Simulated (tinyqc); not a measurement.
MOS inversion layer, Poisson-Schroedinger loop: one step of the calculation.

Electrons confined at an insulator interface at z = 0, treated as a hard wall; parabolic valleys, Hartree approximation, no image or exchange terms. The depletion charge lies far deeper than the electrons and gives a uniform field q Nd/(eps0 eps_r); the gate balances all charge. Energies are counted from the band edge at the interface.

Problem. Levels and probability densities. Tridiagonal Hamiltonian with psi = 0 one step beyond both ends: H_ii = C (1/m_(i-1/2) + 1/m_(i+1/2))/hz^2 + V0_i + U_i (+ dE for the set B), H_(i,i+1) = -C/(m_(i+1/2) hz^2), C = hbar^2/(2 m0). The lowest 2 level(s) of each valley set are kept, normalised to hz sum |psi|^2 = 1. The mass is the same on all intervals.

Parameters, values chosen for the exercise; masses and permittivity close to those of silicon (100):
```
symbol,value,unit,meaning
mz1,0.907,m0,mass along z of valley set A (2 valley(s))
mz2,0.188,m0,mass along z of valley set B (4 valley(s))
dE,0.04,eV,extra shift of set B (strain)
hz,1.5,nm,mesh step
```

Constants: q = 1.602176634e-19 C, hbar = 1.054571817e-34 J s, m0 = 9.1093837015e-31 kg, hbar^2/(2 m0) = 0.0380998212 eV nm^2. Results are converted to the units shown.

```
node,fixed potential V0 (eV),U after round 1 (eV)
1,0.00959354,0.005241347
2,0.01918708,0.009022207
3,0.02878061,0.011400073
4,0.03837415,0.012711667
5,0.04796769,0.013329226
6,0.05756123,0.013630192
7,0.06715476,0.013784846
8,0.07674830,0.013858829
9,0.08634184,0.013889571
10,0.09593538,0.013900500
11,0.10552892,0.013903823
12,0.11512245,0.013904678
13,0.12471599,0.013904855
14,0.13430953,0.013904878
```

Wanted: levels; |psi|^2 of A1; |psi|^2 of A2; |psi|^2 of B1; |psi|^2 of B2.

Solution.

levels (eV): A1 0.03514, A2 0.05691, B1 0.09764, B2 0.13366

```
node,|psi|^2 of A1 (1/nm),|psi|^2 of A2 (1/nm),|psi|^2 of B1 (1/nm),|psi|^2 of B2 (1/nm)
1,0.31590,0.18433,0.07680,0.06432
2,0.26308,0.01185,0.17854,0.08138
3,0.07478,0.23012,0.18480,0.01202
4,0.01164,0.17708,0.12523,0.01719
5,0.00119,0.05322,0.06356,0.09602
6,0.00009,0.00899,0.02578,0.14234
7,0.00000,0.00100,0.00868,0.12290
8,0.00000,0.00008,0.00249,0.07526
9,0.00000,0.00000,0.00062,0.03565
10,0.00000,0.00000,0.00014,0.01370
11,0.00000,0.00000,0.00003,0.00440
12,0.00000,0.00000,0.00000,0.00119
13,0.00000,0.00000,0.00000,0.00027
14,0.00000,0.00000,0.00000,0.00004
```

Computed by the program tinyqc: `OMP_NUM_THREADS=1 python tinyqc.py 2160160 2160161 out.jsonl`, one thread of a shared Intel Xeon 2.30GHz, about 0.9 s for the whole run.
